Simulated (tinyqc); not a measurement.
# Slope factor and drain-induced lowering from three currents

Inverse problem. With source and body at 0 V, I = A exp((Vg + dd Vd)/(nf Vt)) (1 - exp(-Vd/Vt)). Find nf, the swing nf Vt ln 10 and dd.

Values chosen for this exercise:
- T = 378 K (temperature)

Constants: q = 1.602176634e-19 C, kB = 1.380649e-23 J/K, Vt = kB T/q. Results are converted to the units shown.

currents at (Vg, Vd) = (0, 0.05), (0, 0.9) and (0.12, 0.9) V (nA/um): 0.16344232  3.6366610  45.346628

Solution. The pair at equal Vd gives nf; the pair at equal Vg, after dividing out the factors 1 - exp(-Vd/Vt), gives dd.

nf = 1.460
swing = 109.5 mV/decade
dd = 0.1600

Computed by the program tinyqc: `OMP_NUM_THREADS=1 python tinyqc.py 2242042 2242043 out.jsonl`, one thread of a shared Intel Xeon 2.30GHz, about 0.03 s for the whole run.
